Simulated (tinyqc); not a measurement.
# Mobility of a non-polar semiconductor in the relaxation-time approximation, step by step

A worked calculation. Computed by tinyqc, a small Python program that keeps every step. Command: `OMP_NUM_THREADS=1 python tinyqc.py 3004346 3004347 out.jsonl rta walk`. One thread of a shared host (Intel(R) Xeon(R) Processor @ 2.30GHz), about 0.01 s of CPU time with the checks. Intermediate numbers are printed to about 5 digits and carried at full precision; extremes and crossings named in words are read from the listed rows.

Each valley is treated as a sphere of mass m_d for states and rates, with one isotropic relaxation time; the conductivity mass m_c sets the current.

Inputs (values chosen for the exercise, modelled on electrons in silicon):
```
quantity                                            value       unit
longitudinal mass m_l                               0.918        m_0
transverse mass m_t                                  0.19        m_0
equivalent valleys Z                                    6          -
non-parabolicity alpha                               0.55       1/eV
static permittivity eps_s                            11.7          -
density rho                                          2329     kg/m^3
sound velocity v_l                                   9140        m/s
acoustic deformation potential D_A                    8.7         eV
phonon energy hbar w                                 57.2        meV
optical or intervalley deformation potential D_o      5.4  1e8 eV/cm
final valleys Z_f                                       5          -
carrier density n                                 6.4e+14     1/cm^3
compensation ratio C                                    0          -
temperature T                                         200          K
```

Band: Kane. Impurity formula: Conwell-Weisskopf. Further scattering: none.

Constants: k_B = 8.617333262e-05 eV/K; m_0 = 9.1093837015e-31 kg; e = 1.602176634e-19 C; hbar = 1.054571817e-34 J s; eps_0 = 8.8541878128e-12 F/m; k_B = 1.380649e-23 J/K; hbar = 6.582119569e-16 eV s.

## Masses

m_d = (m_l m_t^2)^(1/3); 1/m_c = (1/m_l + 2/m_t)/3; Hall mass factor A = 3 K_m (K_m + 2)/(2 K_m + 1)^2, K_m = m_l/m_t; N_I = n (1 + C)/(1 - C).

density-of-states mass m_d = 0.32121 m_0

conductivity mass m_c = 0.25827 m_0

Hall mass factor A = 0.87088

ionised impurity density N_I = 6.40e+14 1/cm^3

## Fermi level and screening

Kane band: hbar^2 k^2/(2 m) = E (1 + alpha E), speed v = hbar k/(m (1 + 2 alpha E)), states per spin, volume and energy g(E) = m k (1 + 2 alpha E)/(2 pi^2 hbar^2); overlap factors are set to 1. Here m = m_d. Masses are multiplied by m_0 and all formulas are in SI units. The reduced Fermi level eta = E_F/(k_B T) solves n = 2 Z int g f dE with f = 1/(1 + exp(x - eta)) (Z = 1 unless valleys are given); screening length L_s = sqrt(eps_s eps_0 k_B T/(e^2 dn/deta)), dn/deta = 2 Z int g f (1 - f) dE. Integrals over x = E/(k_B T) use 160 Gauss-Legendre points in u = sqrt(x) from 0 to sqrt(max(eta, 0) + 32).

reduced Fermi level eta = -10.092

screening length L_s = 131.96 nm

The gas is non-degenerate (eta < -2), and L_s is close to the Debye length.

## Rates at a few energies

Phonon occupation N_q = 1/(exp(hbar w/(k_B T)) - 1). Acoustic deformation potential (elastic, equipartition, absorption and emission together): 1/tau = 2 pi k_B T D_A^2 g(E)/(hbar rho v_l^2). Optical or intervalley deformation potential: 1/tau = (pi Z_f D_o^2/(rho w)) [N_q g(E + hbar w) + (N_q + 1) g(E - hbar w)], with g = 0 below the band edge. Each optical term is multiplied by (1 - f(E'))/(1 - f(E)), E' the final energy, for Pauli blocking. Singly charged impurities, momentum relaxation: 1/tau = N_I e^4 m (1 + 2 alpha E) Phi/(8 pi (eps_s eps_0)^2 hbar^3 k^3), with alpha = 0 for a parabolic band. Conwell-Weisskopf: Phi = ln(1 + y^2), y = 4 pi eps_s eps_0 E N_I^(-1/3)/e^2 (largest impact parameter N_I^(-1/3)/2).

Rates (1e12/s) at E = (max(eta, 0) + 0.5, 1, 2, 4) k_B T:
```
E (meV)  acoustic  optical  ionised impurity
8.617      0.5972   0.2365          0.083961
17.235     0.8546   0.2543          0.039482
34.469     1.2368   0.2884          0.017497
68.939     1.8298   2.9213          0.007478
```

## Mobility for each process alone

mu = (m_d/m_c) (2 Z e/(3 n k_B T)) int g v^2 tau f (1 - f) dE. Averages over x are split at the emission threshold x_0 = hbar w/(k_B T): 64 Gauss-Legendre points in sqrt(x) below it and 128 in sqrt(x - x_0) above it, up to x = max(eta, 0) + 32.

acoustic mobility = 5611.2 cm^2/(V s)

optical mobility = 18230 cm^2/(V s)

ionised impurity mobility = 5.1474e+05 cm^2/(V s)

## All processes together

Rates are added at each energy before the average. With <y> = int g v^2 y f (1 - f) dE: Hall factor r_H = A (3 n k_B T/(2 Z m_d)) <tau^2/(1 + 2 alpha E)>/<tau>^2 (alpha = 0 for a parabolic band); Hall mobility r_H mu; |S| = (k_B/e) (<x tau>/<tau> - eta); resistivity 1/(n e mu).

drift mobility mu = 3904.8 cm^2/(V s)

Hall factor r_H = 1.0778

Hall mobility = 4208.7 cm^2/(V s)

Seebeck coefficient |S| = 1025.5 microvolt/K

resistivity = 2.4975 ohm cm

Taking r_H = 1 in a Hall measurement would give a density 0.928 times the true one.

## Matthiessen's rule against the full average

Matthiessen's rule adds 1/mu of the separate processes.

Separate mobilities:
```
process           mu (cm^2/(V s))  share of the sum of 1/mu (%)
acoustic               5.6112e+03                        75.832
optical                1.8230e+04                        23.341
ionised impurity       5.1474e+05                         0.827
```

mobility by Matthiessen's rule = 4255.1 cm^2/(V s)

excess of Matthiessen's rule over the full mu = 8.9702 %

The rule gives 4255 against the full 3905, 9.0 % too high; it can only overestimate, since each separate average is carried by the energies where that process is weak. The largest shares are acoustic (76 %) and optical (23 %).

Checks made by the program: the sum rule (2 Z/(3 k_B T)) int g v^2 (1 + 2 alpha E) f (1 - f) dE = n/m_d (relative difference 5e-10).
